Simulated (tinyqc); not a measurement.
## Trap density from one capacitance

Question. Traps spread evenly through the insulator exchange electrons with the semiconductor by tunnelling, with tau(x) = t0 exp(2 ka x) at depth x from the interface. The admittance per area Y seen at depth x obeys dY/dx = -Y^2/(i w eps0 eox) + q Nb ln(1 + i w tau)/tau, with Y(0) = i w Cs and w = 2 pi f; the gate sees Y(tox) = G + i w C. Working variable y = Y/(i w), in uF/cm^2. Cox = eps0 eox/tox. Find Nb and G/w.

Values chosen for this exercise:
```
symbol,value,unit,meaning
eox,8.51,,relative permittivity of the insulator
tox,7.6,nm,insulator thickness
Cs,0.5,uF/cm^2,semiconductor capacitance in accumulation
ka,4.1,1/nm,decay constant of the wave function in the insulator
t0,4e-11,s,time constant of a trap at the interface
f,10000,Hz,frequency
```

Constants: q = 1.602176634e-19 C, eps0 = 8.8541878128e-14 F/cm where lengths are in cm. Results are converted to the units shown.

C = 0.42762969 uF/cm^2

Solution. C rises steadily with Nb, so one density matches; in practice ka and t0 must come from the frequency dependence.

Nb = 8.00e18 cm^-3 eV^-1
G/w = 0.0109 uF/cm^2

Program tinyqc, `OMP_NUM_THREADS=1 python tinyqc.py 2202111 2202112 out.jsonl`; Intel Xeon 2.30GHz, shared host, one thread, about 0.5 s.
